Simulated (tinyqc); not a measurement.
Inside a calculation. Method: sp3 tight binding, zinc-blende lattice. One step of it, computed by the program tinyqc.

Question. Bloch Hamiltonian at L. Slater-Koster rules over the four bonds with direction cosines (l, m, n): ss V_ss; s-px l V_sp; px-s -l V_sp; px-px l^2 V_pps + (1 - l^2) V_ppp; px-py l m (V_pps - V_ppp); each times exp(i k.d).

Parameters chosen for this model: zinc-blende lattice, anion at 0, cation at a/4 (1,1,1); V = eta hbar^2 / (m d^2), hbar^2/m = 7.619964 eV angstrom^2:
```
parameter          value      unit
a               4.020000  angstrom
d               1.740711  angstrom
Es anion      -18.300000        eV
Ep anion       -7.480000        eV
Es cation     -11.680000        eV
Ep cation      -4.020000        eV
eta ss         -1.320000
eta sp          1.610000
eta pp sigma    2.890000
eta pp pi      -0.840000
V ss           -3.319506        eV
V sp            4.048792        eV
V pp sigma      7.267707        eV
V pp pi        -2.112413        eV
```

k point L (2 pi / a): 0.500000  0.500000  0.500000

Give: H(k) at L.

Answer.

H(k) at L (eV), lower triangle (Hermitian):
```
                  a s             a px             a py             a pz
a s          -18.3000
a px           0.0000          -7.4800
a py           0.0000           0.0000          -7.4800
a pz           0.0000           0.0000           0.0000          -7.4800
c s   -4.6945-4.6945i   3.3058+3.3058i   3.3058+3.3058i   3.3058+3.3058i
c px  -3.3058-3.3058i   1.4344+1.4344i  -4.4218-4.4218i  -4.4218-4.4218i
c py  -3.3058-3.3058i  -4.4218-4.4218i   1.4344+1.4344i  -4.4218-4.4218i
c pz  -3.3058-3.3058i  -4.4218-4.4218i  -4.4218-4.4218i   1.4344+1.4344i

           c s     c px     c py     c pz
c s   -11.6800
c px    0.0000  -4.0200
c py    0.0000   0.0000  -4.0200
c pz    0.0000   0.0000   0.0000  -4.0200
```
